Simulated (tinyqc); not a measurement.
Classical Heisenberg spin chain: exact results, Metropolis, heat-bath and over-relaxation steps, and a Monte Carlo run: one step, computed by the program tinyqc. Command: `OMP_NUM_THREADS=1 python tinyqc.py 3130176 3130177 out.jsonl heismc walk`. One thread of a shared host (Intel(R) Xeon(R) Processor @ 2.30GHz), about 0.2 s of CPU time with the checks.

E = -J sum_i s_i . s_(i+1) for unit vectors s_i on an open chain; K = J/(k_B T).

Task: Exact results. Each bond angle is independent, so u = <s_i . s_(i+1)> = coth K - 1/K, <s_i . s_(i+n)> = u^n, correlation length xi = -1/ln|u|, energy per bond -J u, heat capacity per bond c/k_B = 1 - K^2/sinh^2 K, and for the long chain chi = mu^2 (1 + u)/(3 k_B T (1 - u)) per spin.

Inputs (values chosen for the exercise, for a model chain of large moments): coupling J = -14 meV; temperature T = 60.3 K; moment mu = 5.5 mu_B.

Constants: k_B = 8.617333262e-05 eV/K; mu_B = 5.7883818060e-05 eV/T.

Give: K; u; xi; energy per bond; heat capacity; chi over the Curie value; chi.

Result:

K = -2.694

u = -0.6380

xi = 2.225 sites

energy per bond = -8.932 meV

heat capacity = 0.8661 k_B/bond

chi over the Curie value = 0.2210

chi = 0.02482 mu_B/T per spin
